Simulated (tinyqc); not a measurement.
Worked calculation: dopants and charged point defects at anneal temperature: Fermi-level effect, clustering and pairing. Computed by tinyqc, a small Python program that keeps every step. Command: `OMP_NUM_THREADS=1 python tinyqc.py 3009827 3009828 out.jsonl pairing walk`. One thread of a shared host (Intel(R) Xeon(R) Processor @ 2.30GHz), about 0.01 s of CPU time with the checks. Intermediate numbers are printed to about 6 digits and carried at full precision; extremes and crossings named in words are read from the listed rows.

Boltzmann statistics and full ionisation of active dopants. Energies are counted from the valence band; the defect (a vacancy or self-interstitial) has five charge states, with all degeneracy factors one.

Inputs (values chosen for the exercise, with bands modelled on silicon):

| quantity | value | unit |
|---|---|---|
| gap at 0 K E_g0 | 1.15 | eV |
| Varshni alpha | 0.000458 | eV/K |
| Varshni beta | 636 | K |
| electron mass m_e | 0.33 | m_0 |
| valleys M_c | 6 | - |
| hole mass m_h | 0.808 | m_0 |
| anneal temperature T | 910 | K |
| total dopant density N | 2e+18 | cm^-3 |
| formation enthalpy of the neutral defect H_f | 2.89 | eV |
| formation entropy S_f | 2.5 | k_B |
| site density N_s | 2.3e+22 | cm^-3 |
| intrinsic dopant diffusivity D_i | 4.7e-16 | cm^2/s |
| anneal time t | 6 | s |
| pair binding energy E_b | 0.86 | eV |
| pair configurations Z | 6 | - |
| storage temperature T_2 | 500 | K |
| impurity diffusion prefactor D_0 | 0.0034 | cm^2/s |
| impurity migration energy E_m | 0.87 | eV |
| dielectric constant eps | 12.1 | - |
| active dopant density in the stored part N_2 | 1.9e+15 | cm^-3 |

Dopant: acceptor. Second part: pairing with a mobile impurity.

defect levels as fractions of E_g(T): (2+/+), (+/0), (0/-), (-/2-): 0.071  0.34  0.69  0.77

Constants: m_0 = 9.1093837015e-31 kg; k_B = 1.380649e-23 J/K; h = 6.62607015e-34 J s; k_B = 8.617333262e-05 eV/K; e^2/(4 pi eps_0) = 14.39964548 eV angstrom.

## The host at the anneal temperature

E_g = E_g0 - alpha T^2/(T + beta). N_c = 2 M_c (2 pi m_e k_B T/h^2)^(3/2) and N_v = 2 (2 pi m_h k_B T/h^2)^(3/2), masses in units of m_0. n_i = sqrt(N_c N_v) exp(-E_g/2 k_B T); E_i = E_g/2 + (k_B T/2) ln(N_v/N_c).

E_g = 0.904677 eV

k_B T = 0.0784177 eV

n_i = 3.76551e+17 cm^-3

E_i = 0.434751 eV

effective density of states N_b of the majority band = 9.62874e+19 cm^-3

## Active dopant

No clustering: A = N.

active density A = 2.00e+18 cm^-3

## Carrier density and Fermi level

p = A/2 + sqrt(A^2/4 + n_i^2) for an active density A. chi = n/n_i (for acceptors n_i/p); E_F = E_i + k_B T ln chi; field enhancement h = 1 + A/sqrt(A^2 + 4 n_i^2).

p = 2.06855e+18 cm^-3

chi = 0.182036

E_F = 0.301163 eV

field enhancement h = 1.93585

The doping is 5.31 n_i: extrinsic conditions.

## Charged defects

C_0 = N_s exp(S_f/k_B) exp(-H_f/k_B T). Ratios to the neutral state at E_F = E_i: r_+ = exp((E(+/0) - E_i)/k_B T), r_2+ = r_+ exp((E(2+/+) - E_i)/k_B T), r_- = exp((E_i - E(0/-))/k_B T), r_2- = r_- exp((E_i - E(-/2-))/k_B T); at other E_F state q scales as chi^(-q). The enhancement is sum r_q chi^(-q)/sum r_q. The charge on the defects is left out of neutrality.

neutral defects C_0 = 2.76703e+07 cm^-3

Charge states:

| state | ratio r | intrinsic (cm^-3) | doped (cm^-3) |
|---|---|---|---|
| 2+ | 1.75283e-03 | 4.85015e+04 | 1.46365e+06 |
| + | 1.97586e-01 | 5.46726e+06 | 3.00339e+07 |
| 0 | 1.00000e+00 | 2.76703e+07 | 2.76703e+07 |
| - | 8.92568e-02 | 2.46977e+06 | 4.49587e+05 |
| 2- | 3.16562e-03 | 8.75937e+04 | 2.90262e+03 |

all defects, doped = 5.96204e+07 cm^-3

enhancement over intrinsic = 1.66801

mean charge = 0.545213 e

Doping leaves the neutral state alone and multiplies the total by 1.67; the most common state is + (in intrinsic material 0).

## Dopant diffusivity

If every charge state of the defect carries the dopant equally well, D = D_i x enhancement x h x (active share A/N, a rough stand-in that overstates the dA/dN which immobile clusters call for), D_i being an input held fixed when T or H_f is moved; diffusion length 2 sqrt(D t).

effective diffusivity D = 1.51764e-15 cm^2/s

D/D_i = 3.22901

diffusion length = 1.90849 nm

## Against doping

chi = n/n_i; h = 1 + A/sqrt(A^2 + 4 n_i^2); the dopant diffusivity over its intrinsic value is D/D_i = enhancement x h x A/N, if every charge state carries the dopant equally well.

Trend at the anneal temperature:

| N (cm^-3) | active A (cm^-3) | chi | defect enhancement | mean charge | D/D_i |
|---|---|---|---|---|---|
| 1.10e+16 | 1.10e+16 | 0.985500 | 1.0012 | 0.08504 | 1.0158 |
| 3.10e+16 | 3.10e+16 | 0.959684 | 1.0036 | 0.09118 | 1.0448 |
| 8.60e+16 | 8.60e+16 | 0.892305 | 1.0109 | 0.10810 | 1.1256 |
| 2.40e+17 | 2.40e+17 | 0.730869 | 1.0378 | 0.15538 | 1.3529 |
| 6.50e+17 | 6.50e+17 | 0.457863 | 1.1468 | 0.27410 | 1.8962 |
| 1.80e+18 | 1.80e+18 | 0.200763 | 1.5837 | 0.51472 | 3.0446 |
| 5.00e+18 | 5.00e+18 | 0.074888 | 3.0638 | 0.82291 | 6.0934 |
| 1.40e+19 | 1.40e+19 | 0.026877 | 8.3455 | 1.13188 | 16.6789 |
| 3.80e+19 | 3.80e+19 | 0.009908 | 30.0341 | 1.43438 | 60.0622 |

Well below n_i = 3.77e17 cm^-3 chi and the enhancement are near 1. At any doping d ln(enhancement)/d ln chi equals minus the mean charge, which goes from +0.09 to +1.43 over the rows.

## Pairing in storage

An oppositely charged mobile impurity (density M) pairs with the dopant: pairs/free = Z (N_2/N_s) exp(E_b/k_B T_2) for M << N_2; capture radius R = e^2/(4 pi eps eps_0 k_B T_2); D_m = D_0 exp(-E_m/k_B T_2); association rate 4 pi R D_m N_2; dissociation rate = association rate/(pairs/free); tau = 1/(sum of both). Trapping slows long-range motion to D_m/(1 + pairs/free).

pairs/free = 230.991

paired share = 0.995689

capture radius R = 27.6200 angstrom

D_m = 5.78449e-12 cm^2/s

pairing time constant = 26.1019 s

effective diffusivity of the impurity = 2.49341e-14 cm^2/s

## Pairing against temperature

The formulas are those given above.

Equilibrium and kinetics:

| T (K) | paired share | time constant (s) | D_m (cm^2/s) | effective D (cm^2/s) |
|---|---|---|---|---|
| 270 | 1.000000 | 4.17843e+08 | 1.95972e-19 | 3.50259e-29 |
| 300 | 1.000000 | 1.10368e+07 | 8.24370e-18 | 5.93719e-26 |
| 340 | 1.000000 | 2.38641e+05 | 4.32092e-16 | 1.55856e-22 |
| 380 | 0.999992 | 1.17107e+04 | 9.84100e-15 | 7.79911e-20 |
| 430 | 0.999832 | 6.03282e+02 | 2.16132e-13 | 3.63005e-17 |
| 480 | 0.998119 | 5.82620e+01 | 2.49391e-12 | 4.69120e-15 |
| 550 | 0.974115 | 4.48074e+00 | 3.62632e-11 | 9.38683e-13 |
| 650 | 0.697681 | 2.25156e-01 | 6.10843e-10 | 1.84670e-10 |

Half the impurity is paired at T = E_b/(k_B ln(N_s/(Z N_2))) = 687 K. The time constant at 300 K is 1.1e7 s. Below 687 K pairs win, and the effective diffusivity has the activation energy E_m + E_b = 1.73 eV; above it the impurity is free and moves with E_m = 0.87 eV.

Checks made by the program: ratios against Boltzmann factors of formation energies at E_F (relative difference below 1e-10).
